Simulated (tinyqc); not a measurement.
Carrier statistics of a doped semiconductor with parabolic bands: sweeps and comparisons. A value that a table varies takes the place of the one given here.

Eg(T) = Eg0 - al T^2/(T + be); m_de = Mv^(2/3) (ml mt^2)^(1/3); m_dh = (mhh^(3/2) + mlh^(3/2))^(2/3); Nc and Nv from N = 2 (m kB T/(4 pi c))^(3/2) with c = hbar^2/2m0, in 1/angstrom^3; times 1e24 for 1/cm^3.

Energies are counted from Ev, so Ec = Eg. n = Nc F_1/2((EF - Eg)/kT), p = Nv F_1/2(-EF/kT), ND+ = ND/(1 + 2 exp((EF - Eg + ED)/kT)), NA- = NA/(1 + 4 exp((EA - EF)/kT)); neutrality asks p + ND+ = n + NA-. F_j(eta) = (1/Gamma(j + 1)) integral_0^infinity x^j dx/(1 + exp(x - eta)), which tends to exp(eta) for eta << 0.

Constants: hbar^2/2m0 = 3.80998211 eV angstrom^2; kB = 8.617333262e-05 eV/K.

Inputs chosen for the exercise (near those of InP; shifted at random, so the results belong to these values and not to a real crystal):

| symbol | value | unit | meaning |
|---|---|---|---|
| Eg0 | 1.412 | eV | gap at 0 K |
| al | 0.000343 | eV/K | Varshni alpha |
| be | 156 | K | Varshni beta |
| ml | 0.0822 | m0 | longitudinal electron mass |
| mt | 0.0822 | m0 | transverse electron mass |
| Mv | 1 |  | equivalent valleys |
| mhh | 0.611 | m0 | heavy-hole mass |
| mlh | 0.0857 | m0 | light-hole mass |
| ND | 1.2e+14 | 1/cm^3 | donors |
| NA | 3e+13 | 1/cm^3 | acceptors |
| ED | 0.00595 | eV | donor level below Ec |
| EA | 0.0496 | eV | acceptor level above Ev |
| T | 77 | K |  |

## Temperature

Neutrality solved at each temperature; ni = sqrt(Nc Nv) exp(-Eg/2kT).

Carriers (1/cm^3):

| T (K) | EF (eV) | n | p | majority / \|ND - NA\| | ni | Eg (eV) |
|---|---|---|---|---|---|---|
| 30 | 1.3963 | 8.05e+13 | <1e-99 | 0.894 | <1e-99 | 1.4103 |
| 50 | 1.3814 | 8.79e+13 | <1e-99 | 0.977 | 2.08e-54 | 1.4078 |
| 77 | 1.3584 | 8.93e+13 | 2.01e-71 | 0.992 | 4.24e-29 | 1.4033 |
| 120 | 1.3174 | 8.97e+13 | 1.50e-37 | 0.997 | 3.67e-12 | 1.3941 |
| 200 | 1.2324 | 8.99e+13 | 6.04e-13 | 0.999 | 7.37 | 1.3735 |
| 300 | 1.1170 | 9.00e+13 | 2.16 | 0.999 | 1.40e+07 | 1.3443 |
| 450 | 0.9329 | 9.00e+13 | 8.26e+08 | 1.00 | 2.73e+11 | 1.2974 |
| 600 | 0.7498 | 1.08e+14 | 1.80e+13 | 1.20 | 4.40e+13 | 1.2487 |
| 800 | 0.6981 | 2.29e+15 | 2.20e+15 | 25.4 | 2.24e+15 | 1.1824 |
| 1000 | 0.6897 | 2.57e+16 | 2.56e+16 | 286 | 2.57e+16 | 1.1153 |

Ionisation is incomplete: the majority density is below 90 % of the net doping at 30 K, down to a share of 0.89. It is within 10 % of the net doping at 50, 77, 120, 200, 300 and 450 K. At 600, 800 and 1000 K thermal pairs lift it more than 10 % above the net doping; ni has reached 2.57e+16 1/cm^3 at 1000 K against a net doping of 9.00e+13. EF goes from 1.396 eV to 0.690 eV, where midgap is 0.558 eV and the intrinsic level (Boltzmann) 0.689 eV.

## Doping level

Only donors are present (NA = 0); eta is the distance of EF beyond the conduction edge in units of kT.

Neutral state:

| ND (1/cm^3) | EF (eV) | majority (1/cm^3) | ionised share | eta |
|---|---|---|---|---|
| 1.0e+14 | 1.3591 | 9.94e+13 | 0.994 | -6.65 |
| 1.0e+15 | 1.3741 | 9.43e+14 | 0.943 | -4.40 |
| 1.0e+16 | 1.3875 | 6.88e+15 | 0.688 | -2.38 |
| 1.0e+17 | 1.3981 | 3.07e+16 | 0.307 | -0.78 |
| 1.0e+18 | 1.4076 | 9.59e+16 | 0.096 | 0.65 |
| 3.0e+18 | 1.4122 | 1.51e+17 | 0.050 | 1.35 |
| 1.0e+19 | 1.4175 | 2.34e+17 | 0.023 | 2.14 |
| 3.0e+19 | 1.4225 | 3.32e+17 | 0.011 | 2.90 |

The impurity level lies at 1.3973 eV. The ionised share falls from 0.994 to 0.011 as EF passes through it between 1e+16 and 1e+17 1/cm^3 (share 1/3 there); it is below one half from 1e+17 1/cm^3 on. Over the last two rows the doping grows threefold and the majority density by a factor 1.42. EF comes within 3 kT of the majority band edge from 1e+16 1/cm^3 on. Above roughly 3e+16 1/cm^3 (N^(1/3) a = 0.26, with the radius a = sqrt(c/(m E)) from the ionisation energy E and the mass (ml mt^2)^(1/3)) the levels merge with the band and real ionisation is complete; sharp levels then overstate freeze-out.

## What each input does

Neutrality solved anew for each case. Each row changes one parameter from the base and keeps the others.

Results:

| case | EF (eV) | n (1/cm^3) | p (1/cm^3) |
|---|---|---|---|
| base | 1.3584 | 8.93e+13 | 2.01e-71 |
| T = 97 K | 1.3399 | 8.96e+13 | 5.62e-52 |
| ND = 6e+13 1/cm^3 | 1.3512 | 2.99e+13 | 6.01e-71 |
| NA = 1.5e+13 1/cm^3 | 1.3595 | 1.04e+14 | 1.72e-71 |
| Eg0 = 1.462 eV | 1.4084 | 8.93e+13 | 1.07e-74 |
| mt = 0.0986 m0 | 1.3572 | 8.94e+13 | 2.41e-71 |
| mhh = 0.7332 m0 | 1.3584 | 8.93e+13 | 2.61e-71 |
| ED = 0.0089 eV | 1.3584 | 8.89e+13 | 2.02e-71 |

The largest shifts from the base row, up to three for each result and ties (the steps differ in size, so this ranks the rows, not the parameters). EF (eV): Eg0 +0.0500, T -0.0185, ND -0.0073; unchanged at the printed digits by mhh and ED. n (1/cm^3): ND -5.94e+13, NA +1.49e+13, ED -3.73e+11; unchanged at the printed digits by Eg0 and mhh. p (1/cm^3): T +5.62e-52, ND +4.00e-71, Eg0 -2.01e-71.

Computed by tinyqc, a small Python program: `OMP_NUM_THREADS=1 python tinyqc.py 1650361 1650362 out.jsonl` (the numbers bound the seed that draws the inputs); one thread of a shared host (Intel(R) Xeon(R) Processor @ 2.30GHz), about 0.01 s for the whole set of steps.
